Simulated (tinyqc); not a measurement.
# From coverage theta back to sticking coefficient s

Model: ion-assisted plasma etching: sheath, surface coverage, synergy and aspect-ratio dependence. Computed by tinyqc, a small Python program. Command: `OMP_NUM_THREADS=1 python tinyqc.py 3020856 3020857 out.jsonl etch inv`. One thread of a shared host (Intel(R) Xeon(R) Processor @ 2.30GHz), about 0.02 s of CPU time with the checks.

Radicals adsorb on bare sites; ions remove covered sites with a high yield and bare sites by sputtering; a slow spontaneous reaction acts everywhere, walls included.

Inputs (values chosen for the exercise, close to those used for silicon dioxide in a fluorocarbon plasma): plasma density n_e = 1.4e+11 1/cm^3; electron temperature T_e = 2.1 eV; ion mass M_i = 69 u; sheath voltage V = 780 V; radical density n = 1.1e+12 1/cm^3; radical mass M_n = 19 u; gas temperature T_g = 350 K; radicals per removed unit x = 3; yield slope b = 0.32 eV^(-1/2); threshold E_th = 24 eV; sputter slope b_p = 0.01 eV^(-1/2); sputter threshold E_p = 37 eV; spontaneous reaction probability k_c = 1.5e-06; solid density N = 2.2e+22 1/cm^3; ion temperature T_i = 0.57 eV.

Feature: long trench.

Constants: e = 1.602176634e-19 C; u = 1.6605390666e-27 kg; k_B = 1.380649e-23 J/K; eps_0 = 8.8541878128e-12 F/m.

Method:
- Bohm speed u_B = sqrt(e T_e/M_i); ion flux G_i = 0.61 n_e u_B; radical flux G_n = n c/4 with c = sqrt(8 k_B T_g/(pi M_n)).
- Debye length lambda_D = sqrt(eps_0 T_e/(e n_s)) with n_s = 0.61 n_e, T_e in volts; Child-law sheath d = (sqrt2/3) lambda_D (2 V/T_e)^(3/4); ion energy E = V + T_e/2; angular spread = arctan(sqrt(T_i/E)).
- Yields: Y = b (sqrt(E) - sqrt(E_th)) on covered sites, Y_p = b_p (sqrt(E) - sqrt(E_p)) on bare ones (zero below threshold).
- Steady coverage: s G_n (1 - theta) = x Y G_i theta; removal flux = Y G_i theta + Y_p G_i (1 - theta) + k_c G_n; rate = flux/N, 1 cm/s = 6e8 nm/min.
- Lateral rate = k_c G_n/N; anisotropy = 1 - lateral/vertical; synergy = vertical/(ions alone + radicals alone), with ions alone Y_p G_i/N and radicals alone the lateral rate.

Task: A run gave the result below. Find the sticking coefficient s, known to lie between 0.42 and 0.88.

coverage theta = 0.02828939

Result:

Each step takes the trial c = (a f_b - b f_a)/(f_b - f_a), f being the result less the target and a, b, c the logarithms of the listed values; c replaces end b, the old b replaces a if the sign of f changed, and otherwise f_a is halved.

Scan of the range:
```
sticking coefficient s  coverage theta
0.420                        0.0217909
0.475                        0.0245743
0.537                        0.0276931
0.608                        0.0312402
0.688                        0.0352060
0.778                        0.0396289
0.880                        0.0445928
```

False position (Illinois rule, in the logarithm of the input) inside the bracket:
```
step     end a     end b     trial  coverage theta
1     0.537000  0.608000  0.548328       0.0282608
2     0.608000  0.548328  0.548873       0.0282880
3     0.608000  0.548873  0.548924       0.0282906
4     0.548873  0.548924  0.548900       0.0282894
```

Coverage theta rises at every point of a 13-point scan of the range (every second point is shown), so one value fits; it is bracketed by 0.537 and 0.608. Answer: sticking coefficient s = 0.5489.

Caution: a sheath of several millimetres is collisional at usual pressures, which lowers the ion energy and widens the angles.
